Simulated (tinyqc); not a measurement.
Thermal stress and diffusional relaxation in a metal film: Coble and Nabarro-Herring creep, cooling and holds: one step, computed by the program tinyqc.

A thin film on a rigid substrate is stress-free at T0. Tension is positive and the film creeps linearly: d sigma/dt = -M (mismatch) dT/dt - sigma/tau.

Problem. Stress after cooling to room temperature. Creep rate per stress: Nabarro-Herring 14 D Omega/(k_B T d^2), Coble (14 pi) delta D_b Omega/(k_B T d^3), with D = D0 exp(-E/(k_B T)), delta D_b = (delta D_b)0 exp(-E_b/(k_B T)); 1/tau = M x (sum of both)/2 (biaxial strain rate is half the uniaxial one). Temperatures in kelvin are T(C) + 273.15. Cooling from T0 at the constant rate: d sigma/dT = -slope + sigma/(tau(T) x rate), integrated to 25 C (stiff solver, tolerance 1e-9). Effective stress-free temperature T_eff = 25 C + sigma/slope.

Inputs (values chosen for the exercise, modelled on copper films on silicon):

| quantity | value | unit |
|---|---|---|
| biaxial modulus M | 200 | GPa |
| atomic volume Omega | 11.8 | angstrom^3 |
| lattice prefactor D0 | 2.5e-05 | m^2/s |
| lattice energy E | 2.03 | eV |
| boundary prefactor (delta D_b)0 | 3.7e-15 | m^3/s |
| boundary energy E_b | 1.05 | eV |
| grain size d | 3.1 | um |
| stress-free temperature T0 | 350 | C |
| hold temperature T | 220 | C |
| cooling rate | 1 | C/min |

thermoelastic slope = 2.78 MPa/K

Constants: k_B = 1.380649e-23 J/K; k_B = 8.617333262e-05 eV/K.

Give: stress at 25 C; effective stress-free temperature.

Solution.

stress at 25 C = 749.7 MPa

effective stress-free temperature = 294.7 C

Creep during cooling removes 17.0 % of the elastic value. Caution: bulk creep laws overstate relaxation in a bonded film, and dislocation glide would cap stresses above the yield stress.
